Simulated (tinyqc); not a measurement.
Pariser-Parr-Pople SCF with singles CI, for the molecule NC1=C2C=CC=C2C=C1 (SMILES; centres numbered as the heavy atoms are written), step by step. One step of it, computed by the program tinyqc.

Task: Iteration 2: Fock matrix. F_rr = H_rr + P_rr gamma_rr / 2 + sum_(s != r) P_ss gamma_rs; F_rs = H_rs - P_rs gamma_rs / 2; E = tr P (H + F) / 2 + core repulsion sum_(r<s) z_r z_s gamma_rs.

P after iteration 1:
```
,1N,2C,3C,4C,5C,6C,7C,8C,9C
1N,1.307700,0.677654,-0.082333,-0.318776,0.049381,0.298576,-0.028234,-0.294044,-0.058232
2C,0.677654,0.998252,0.446103,0.145496,-0.072404,-0.183197,-0.084460,0.011653,0.473253
3C,-0.082333,0.446103,1.201670,0.553316,-0.210267,-0.179458,0.542062,-0.061273,-0.240953
4C,-0.318776,0.145496,0.553316,1.047539,0.664872,-0.057574,-0.204575,-0.170711,0.053692
5C,0.049381,-0.072404,-0.210267,0.664872,1.149028,0.645018,-0.188758,-0.061975,0.156584
6C,0.298576,-0.183197,-0.179458,-0.057574,0.645018,1.006710,0.563624,0.149285,-0.138756
7C,-0.028234,-0.084460,0.542062,-0.204575,-0.188758,0.563624,1.165835,0.484289,-0.190495
8C,-0.294044,0.011653,-0.061273,-0.170711,-0.061975,0.149285,0.484289,0.914260,0.755747
9C,-0.058232,0.473253,-0.240953,0.053692,0.156584,-0.138756,-0.190495,0.755747,1.209007
```

core matrix H (eV):
```
,1N,2C,3C,4C,5C,6C,7C,8C,9C
1N,-62.290112,-2.240000,0.000000,0.000000,0.000000,0.000000,0.000000,0.000000,0.000000
2C,-2.240000,-66.304961,-2.390000,0.000000,0.000000,0.000000,0.000000,0.000000,-2.390000
3C,0.000000,-2.390000,-66.571708,-2.390000,0.000000,0.000000,-2.390000,0.000000,0.000000
4C,0.000000,0.000000,-2.390000,-57.918356,-2.390000,0.000000,0.000000,0.000000,0.000000
5C,0.000000,0.000000,0.000000,-2.390000,-53.992214,-2.390000,0.000000,0.000000,0.000000
6C,0.000000,0.000000,0.000000,0.000000,-2.390000,-55.665217,-2.390000,0.000000,0.000000
7C,0.000000,0.000000,-2.390000,0.000000,0.000000,-2.390000,-63.550483,-2.390000,0.000000
8C,0.000000,0.000000,0.000000,0.000000,0.000000,0.000000,-2.390000,-57.392156,-2.390000
9C,0.000000,-2.390000,0.000000,0.000000,0.000000,0.000000,0.000000,-2.390000,-58.587038
```

repulsion gamma_rs (eV):
```
,1N,2C,3C,4C,5C,6C,7C,8C,9C
1N,16.800000,8.285130,5.334340,4.086819,3.036853,2.965258,3.823727,3.823718,5.334266
2C,8.285130,11.130000,7.551979,4.864256,3.704703,3.862078,5.519680,5.519653,7.552352
3C,5.334340,7.551979,11.130000,7.556498,5.521155,5.519680,7.554085,5.520414,5.519216
4C,4.086819,4.864256,7.556498,11.130000,7.554959,5.519653,5.520414,3.863789,3.705150
5C,3.036853,3.704703,5.521155,7.554959,11.130000,7.552352,5.519216,3.705150,3.200972
6C,2.965258,3.862078,5.519680,5.519653,7.552352,11.130000,7.551979,4.864256,3.704703
7C,3.823727,5.519680,7.554085,5.520414,5.519216,7.551979,11.130000,7.556498,5.521155
8C,3.823718,5.519653,5.520414,3.863789,3.705150,4.864256,7.556498,11.130000,7.554959
9C,5.334266,7.552352,5.519216,3.705150,3.200972,3.704703,5.521155,7.554959,11.130000
```

Centres (angstrom, eV; a flat drawing with bonds scaled to 1.40 angstrom):
```
centre,x,y,core charge z,W,gamma_rr
1N,-2.291000,-1.416000,2,25.600000,16.800000
2C,-1.379000,-0.355000,1,11.160000,11.130000
3C,0.017000,-0.469000,1,11.160000,11.130000
4C,1.078000,-1.381000,1,11.160000,11.130000
5C,2.274000,-0.654000,1,11.160000,11.130000
6C,1.952000,0.709000,1,11.160000,11.130000
7C,0.556000,0.823000,1,11.160000,11.130000
8C,-0.505000,1.735000,1,11.160000,11.130000
9C,-1.701000,1.008000,1,11.160000,11.130000
```

Give: F; pi energy.

Result:

F (eV):
```
,1N,2C,3C,4C,5C,6C,7C,8C,9C
1N,-11.466,-5.047,0.220,0.651,-0.075,-0.443,0.054,0.562,0.155
2C,-5.047,-6.988,-4.074,-0.354,0.134,0.354,0.233,-0.032,-4.177
3C,0.220,-4.074,-5.027,-4.481,0.580,0.495,-4.437,0.169,0.665
4C,0.651,-0.354,-4.481,-4.123,-4.902,0.159,0.565,0.330,-0.099
5C,-0.075,0.134,0.580,-4.902,-4.085,-4.826,0.521,0.115,-0.251
6C,-0.443,0.354,0.495,0.159,-4.826,-3.507,-4.518,-0.363,0.257
7C,0.054,0.233,-4.437,0.565,0.521,-4.518,-4.164,-4.220,0.526
8C,0.562,-0.032,0.169,0.330,0.115,-0.363,-4.220,-4.015,-5.245
9C,0.155,-4.177,0.665,-0.099,-0.251,0.257,0.526,-5.245,-6.079
```

pi energy = -140.450 eV
